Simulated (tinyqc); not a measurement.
# Trap density from the leakage

Inverse problem. Trap-assisted leakage is J = q Nt times the integral over x of the rate through one trap. Find Nt, the areal density Nt t and the mean in-plane spacing (Nt t)^(-1/2).

Inputs (values chosen for the exercise): thickness t = 6.9 nm.

Constants: q = 1.602176634e-19 C. Results are converted to the units shown.

J = 4.6735060e-10 A/cm^2
integral of the rate over x = 0.0047819230 nm/s

Solution. J is proportional to Nt.

Nt = 6.100e18 cm^-3
Nt t = 4.209e12 cm^-2
in-plane spacing = 4.874 nm

Computed by the program tinyqc: `OMP_NUM_THREADS=1 python tinyqc.py 2370023 2370024 out.jsonl`, one thread of a shared Intel Xeon 2.30GHz, about 0.05 s for the whole run.
